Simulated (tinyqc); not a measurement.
# From mode temperature T_LO back to power supplied per electron P

Model: decay of LO phonons and the hot-phonon bottleneck in the cooling of electrons. Computed by tinyqc, a small Python program. Command: `OMP_NUM_THREADS=1 python tinyqc.py 3018475 3018476 out.jsonl hotphonon inv`. One thread of a shared host (Intel(R) Xeon(R) Processor @ 2.30GHz), about 0.02 s of CPU time with the checks.

n(E, T) = 1/(exp(E/(k_B T)) - 1) is the Bose occupation. Electrons have a temperature T_e; the LO modes within their reach share one occupation N; the decay products stay at the lattice temperature.

Inputs (values chosen for the exercise, modelled on indium phosphide): LO energy hbar omega = 42.1 meV; lifetime at T = 0, tau_0 = 11 ps; share f of the energy in the softer product = 0.17; lattice temperature T = 400 K; electron mass m* = 0.0774 m_0; eps_inf = 9.5; static dielectric constant eps_s = 12.5; electron density n = 1.6e+18 1/cm^3; density of LO modes that the electrons reach, N_m = 2.9e+19 1/cm^3.

Decay channel: two unequal phonons (Ridley).

Constants: k_B = 8.617333262e-05 eV/K; c = 299792458 m/s; e^2/(4 pi eps_0) = 14.39964548 eV angstrom; hbar^2/(2 m_0) = 3.80998212 eV angstrom^2; hbar = 6.582119569e-16 eV s; e = 1.602176634e-19 C.

Method:
- Decay rate 1/tau = (1/tau_0) [1 + n(f hbar omega) + n((1 - f) hbar omega)].
- Full width Gamma = 1/(2 pi c tau) in 1/cm, c in cm/s.
- Froehlich coupling alpha = (e^2/(4 pi eps_0)) (1/eps_inf - 1/eps_s) k_0/(2 hbar omega), k_0 = sqrt(m* hbar omega/(hbar^2/(2 m_0))); emission time tau_sp = hbar/(2 alpha hbar omega); bottleneck ratio r = (n/N_m) tau/tau_sp.
- Net emission per electron: [(N + 1) x - N]/tau_sp with x = exp(-hbar omega/(k_B T_e)), a simple two-level balance; steady state of the modes: n [(N + 1) x - N]/tau_sp = N_m (N - N_0)/tau; power per electron P = hbar omega [(N + 1) x - N]/tau_sp.
- With p = P tau_sp/(hbar omega): N = N_0 + r p and x = (p + N)/(N + 1); without hot phonons N = N_0. The mode temperature T_LO solves n(hbar omega, T_LO) = N.

Task: A run gave the result below. Find the power supplied per electron P, known to lie between 0.43 and 0.9 nW.

mode temperature T_LO = 404.4514 K

Result:

Each step takes the trial c = (a f_b - b f_a)/(f_b - f_a), f being the result less the target and a, b, c the logarithms of the listed values; c replaces end b, the old b replaces a if the sign of f changed, and otherwise f_a is halved.

Scan of the range:
```
power supplied per electron P (nW)  mode temperature T_LO (K)
0.430                                                 403.617
0.486                                                 404.087
0.550                                                 404.624
0.622                                                 405.229
0.704                                                 405.917
0.796                                                 406.689
0.900                                                 407.561
```

False position (Illinois rule, in the logarithm of the input) inside the bracket:
```
step     end a     end b     trial  mode temperature T_LO (K)
1     0.486000  0.550000  0.528531                    404.444
2     0.550000  0.528531  0.529383                    404.451
3     0.550000  0.529383  0.529415                    404.452
4     0.529383  0.529415  0.529399                    404.451
```

Mode temperature T_LO rises at every point of a 13-point scan of the range (every second point is shown), so one value fits; it is bracketed by 0.486 and 0.550. Answer: power supplied per electron P = 0.5294 nW.
